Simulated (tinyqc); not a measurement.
Inside a calculation. Model: sheet resistance and Hall data of a diffused or implanted layer. Computed by tinyqc, a small Python program that keeps every step. Command: `OMP_NUM_THREADS=1 python tinyqc.py 3008580 3008581 out.jsonl layer walk`. One thread of a shared host (Intel(R) Xeon(R) Processor @ 2.30GHz), about 0.01 s of CPU time with the checks. Intermediate numbers are printed to about 6 digits and carried at full precision; extremes and crossings named in words are read from the listed rows.

Carriers are taken equal to the net active doping down to the junction (full ionisation, which deep dopants in wide-gap hosts do not reach; no spill-over, no depletion), and the Hall factor is 1.

Inputs (values chosen for the exercise, modelled on arsenic in silicon):
```
quantity                                 value        unit
mu_min                                    51.9  cm^2/(V s)
mu_max                                    1430  cm^2/(V s)
N_ref                                  9.5e+16      1/cm^3
exponent alpha                            0.67           -
peak concentration N_0                 2.2e+19      1/cm^3
length scale l                              85          nm
background doping N_B (opposite type)  8.9e+15      1/cm^3
probe current I                            0.5          mA
magnetic field B                           0.5           T
```

Profile: box. Activation: complete.

Constants: e = 1.602176634e-19 C.

## Dose and junction depth

N(x) = N_0 down to x_j = l, dose N_0 l.

dose = 1.87e+14 1/cm^2

junction depth x_j = 85 nm

## Sheet values

Mobility mu = mu_min + (mu_max - mu_min)/(1 + (N_t/N_ref)^alpha), N_t = active doping + N_B; carriers n = active doping - N_B, all dopants active. Integrals from x_0 (0 unless stated) to x_j by the midpoint rule on 400 even intervals: 1/R_s = e int n mu dx; sheet density n_s = int n dx; Hall sheet density (int n mu dx)^2/int n mu^2 dx; Hall mobility int n mu^2 dx/int n mu dx. Mean conductivity 1/(R_s x_j); mean mobility 1/(e n_s R_s).

sheet resistance R_s = 384.389 ohm

sheet density n_s = 1.86924e+14 1/cm^2

mean mobility = 86.8666 cm^2/(V s)

Hall sheet density = 1.86924e+14 1/cm^2

Hall mobility = 86.8666 cm^2/(V s)

mean conductivity 1/(R_s x_j) = 306.062 S/cm

Carriers amount to 100.0 % of the dose. A Hall measurement reports 100.0 % of n_s, exactly n_s for a uniform layer.

## What the probes read

Collinear four-point probe on a large thin layer: V = I R_s ln(2)/pi. Van der Pauw on a symmetric sample: R = R_s ln(2)/pi as well. Hall voltage V_H = I B/(e x Hall sheet density); tangent of the Hall angle V_H/(I R_s).

four-point voltage = 42.4050 mV

Hall voltage = 0.834764 mV

tangent of the Hall angle = 0.00434333

## Shortcuts against the integral

Shortcuts: R_s = 1/(e Q mu) with the dose Q and the mobility at the (active) peak concentration; 1/(e n_s mu) with mu at N_t = n_s/x_j + N_B; 1/(e Q mu_max).

Sheet resistances:
```
method                                   R_s (ohm)  deviation (%)
integral                                   384.389         0.0000
dose, mobility at the peak                 384.234        -0.0405
n_s, mobility at the mean concentration    384.348        -0.0106
dose, mu_max                                23.341       -93.9279
```

The closest shortcut is «n_s, mobility at the mean concentration» (0.0 %).

Checks made by the program: conductance integral against adaptive quadrature (relative difference below 1e-10).
